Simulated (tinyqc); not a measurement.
MOS structure on a p-type body with a doping step (retrograde), non-linear Poisson equation by Newton steps: one step of the calculation.

One dimension, insulator interface at x = 0, acceptor density N1 for x < x1 and Na beyond, net doping C = -(acceptor density). psi is counted from the intrinsic level: n = ni exp((psi - Vb)/Vt), p = ni exp(-psi/Vt); deep in the body psi_b = -Vt ln(Na/ni). The gate acts through Cox = eps0 eox/tox and has the potential psi_G = Vg - (phiM - chi - Vt ln(Nc/ni)). Boltzmann statistics, full ionisation, classical densities, no oxide or interface charge.

Question. Scales and end potentials. ni = sqrt(Nc Nv) exp(-Eg/(2 Vt)), Eg in volts; Cox, psi_G and psi_b as defined.

Values chosen for this exercise; band and dielectric values close to those of silicon: temperature T = 400 K; band gap Eg = 1.1 eV; conduction-band density of states at T Nc = 4.33e19 cm^-3; valence-band density of states at T Nv = 4.1e19 cm^-3; electron affinity chi = 4.07 eV; acceptor density deep in the body Na = 7.5e16 cm^-3; relative permittivity of the gate insulator (close to silicon nitride) eox = 7.34; insulator thickness tox = 3.6 nm; gate work function phiM = 4.42 eV; gate voltage against the body Vg = 0.8 V.

Constants: q = 1.602176634e-19 C, kB = 1.380649e-23 J/K, Vt = kB T/q, eps0 = 8.8541878128e-14 F/cm where lengths are in cm. Results are converted to the units shown.

Find: ni; Cox; psi_G; psi_b.

Answer.

ni = 4.954e12 cm^-3
Cox = 1.805 uF/cm^2
psi_G = 1.001 V
psi_b = -0.3318 V

Program tinyqc, `OMP_NUM_THREADS=1 python tinyqc.py 2080007 2080008 out.jsonl`; Intel Xeon 2.30GHz, shared host, one thread, about 0.4 s.
